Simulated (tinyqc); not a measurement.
MOS capacitor on an n-type substrate, surface potential from the exact charge relation: one step of the calculation.

Uniform n-type substrate, Boltzmann statistics, full ionisation, classical densities. psi is the surface potential against the body (positive when the bands bend down) and u = -psi/Vt. Traps are spread evenly over the gap and neutral at flat band, so their charge is -q Dit psi; the minority quasi-Fermi level is shifted by Vb.

Task. Flat band, threshold and scales. ni = sqrt(Nc Nv) exp(-Eg/(2 Vt)), Eg in volts; phiF = Vt ln(N/ni); Cox = eps0 eox/tox; Vfb = phiM - chi - Vt ln(Nc/N) - q Nf/Cox; Q0 = sqrt(2 eps0 eps_r q N Vt); r = (ni/N)^2 exp(-Vb/Vt); VT = Vfb - [(2 phiF + Vb)(1 + q Dit/Cox) + sqrt(2 eps0 eps_r q N (2 phiF + Vb))/Cox].

Parameters, values chosen for the exercise; band and dielectric values those of a made-up semiconductor: temperature T = 300 K; band gap Eg = 4.03 eV; relative permittivity eps_r = 11.1; conduction-band density of states at T Nc = 1.79e18 cm^-3; valence-band density of states at T Nv = 4.24e19 cm^-3; electron affinity chi = 4.05 eV; donor density of the substrate N = 1.1e17 cm^-3; relative permittivity of the gate insulator (close to silicon nitride) eox = 7.6; insulator thickness tox = 3.9 nm; gate work function phiM = 4.05 eV; fixed charge at the interface, in units of q Nf = 0 cm^-2; density of interface traps Dit = 0 cm^-2 eV^-1; reverse bias of the inversion layer against the body Vb = 0 V.

Constants: q = 1.602176634e-19 C, kB = 1.380649e-23 J/K, Vt = kB T/q, eps0 = 8.8541878128e-14 F/cm where lengths are in cm. Results are converted to the units shown.

Wanted: ni; phiF; Cox; Vfb; Q0; r; VT.

Result.

ni = 1.229e-15 cm^-3
phiF = 1.902 V
Cox = 1.725 uF/cm^2
Vfb = -0.07211 V
Q0 = 29.93 nC/cm^2
r = 1.249e-64
VT = -4.086 V

Numbers from tinyqc (`OMP_NUM_THREADS=1 python tinyqc.py 2060031 2060032 out.jsonl`; about 0.01 s on one thread of a shared Intel Xeon 2.30GHz).
